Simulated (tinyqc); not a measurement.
Band offset from the macroscopic average of a supercell potential: sweeps and comparisons. A value that a table varies takes the place of the one given here.

A model of the planar-averaged electrostatic energy of an electron in a periodic cell of N1 periods of A (L1 = N1 n1 h) and N2 periods of B (L2 = N2 n2 h), on z_j = j h: V(z) = f VA + (1 - f) VB + F t(z), VA = V1[0] + V1[1] cos(2 pi z/(n1 h)) + V1[2] cos(4 pi z/(n1 h)), VB the same with V2, n2 and z - L1. f = [tanh(z/w) - tanh((z - L1)/w) + tanh((z - L1 - L2)/w)]/2 + 1/2; t(z) = z - L1/2 in A and (L1/L2)(L1 + L2/2 - z) beyond, so that the cell is periodic.

Running mean over n points, periodic: for odd n the plain mean of the n points centred on j; for even n the n + 1 points with half weight at both ends. The macroscopic average applies the mean over n1 points and then over n2 points.

dEv = Ev(A) - Ev(B) = Ev1 - (dV + Ev2); dEc = Ec(B) - Ec(A) = Eg2 - Eg1 - dEv. The correction of a gap, c = Eg[1] - Eg[0], lowers the valence top by fv c and leaves dV, a ground-state quantity, as it is. Type I: dEv and dEc of one sign; II: opposite signs; III: no overlap of the gaps.

Parameters, chosen for this exercise (gaps near those of Si and SiO2; the results hold for these values, not for the real material):
- h = 0.35 angstrom (grid step)
- n1 = 5 (grid points per period of A)
- n2 = 6 (grid points per period of B)
- V1 = (-11.13, 3.6, -0.51) eV (mean and two harmonics of the potential in A)
- V2 = (-8.5, 2.6, -0.05) eV (the same in B)
- w = 0.52 angstrom (width of the interfaces)
- N1 = 5 (periods of A)
- N2 = 4 (periods of B)
- F = 0.028 eV/angstrom (slope in A from opposite charges on the two interfaces)
- Ev1 = 6.19 eV (valence top of bulk A above its mean potential)
- Eg1 = (0.57, 1.12) eV (gap of A: semi-local value, corrected value)
- Ev2 = 0.61 eV (valence top of bulk B above its mean potential)
- Eg2 = (5.42, 9.06) eV (gap of B: semi-local value, corrected value)

## How thick the regions must be

N1 = N2 = N, no slope (F = 0); dV is read at j = floor(N n1/2) and N n1 + floor(N n2/2). The exact value is V2[0] - V1[0].

Results:
```
N  L1 (angstrom)  dV (eV)  error (meV)
1           1.75   0.9974     -1632.60
2           3.50   2.5162      -113.83
3           5.25   2.6127       -17.27
4           7.00   2.6298        -0.16
5           8.75   2.6300        -0.02
6          10.50   2.6300         0.00
```

How do the results move?

The error is below 10 meV from N = 4 on. The two windows together span 3.85 angstrom and must fit between the interface tails, which fall as exp(-2 z/w); the errors at N = 2, 3 and 4 are -113.83, -17.27 and -0.16 meV.

## The choice of windows

dV read at j = 12 and 37 after means over the numbers of points listed; ripple is the spread over the five points around each.

Results:
```
windows  dV (eV)  ripple in A (meV)  ripple in B (meV)
none       8.255               6140               3845
5 only     3.165                 39                815
6 only     2.250                926                 41
6, 7       2.726                182                 41
5, 6       2.635                 39                 41
```

Which rows can be used, and how does a wrong window show?

The last row matches both periods and lies +5 meV from the value of a thick cell, V2[0] - V1[0] = 2.630 eV. Against it the raw potential errs by +5.62 eV. No other row is within 20 meV of it. A window one point too long leaves a ripple of 926 meV in A, against 39 meV in the last row (of which the slope F makes 39 meV): the ripple is the sign to look for. Rows to use, with under 30 meV of ripple in both regions once the tilt is taken off: 5, 6. A row with a large ripple can hit the right value only by chance.

## Where the gap correction goes

dV = B - A = 2.6349 eV

fv1 and fv2 are varied.

Offsets (eV):
```
fv1  fv2    dEv    dEc
0.0  0.0  2.945  4.995
0.5  0.5  4.490  3.450
1.0  1.0  6.035  1.905
0.0  1.0  6.585  1.355
1.0  0.0  2.395  5.545
0.3  0.7  5.328  2.612
```

What does this show?

dEv + dEc = 7.940 eV in every row, but dEv alone spans 4.19 eV, the sum of the two corrections. A scissor on the conduction bands alone (first row) keeps the semi-local dEv; with equal shares fv the shift is fv times the difference of the corrections, +3.09 eV, against their sum of 4.19 eV: little of the error cancels even if the shares are alike.

Run: tinyqc, `OMP_NUM_THREADS=1 python tinyqc.py 1881134 1881135 out.jsonl`; Intel(R) Xeon(R) Processor @ 2.30GHz, one thread, shared host; about 0.01 s of CPU time with all checks.
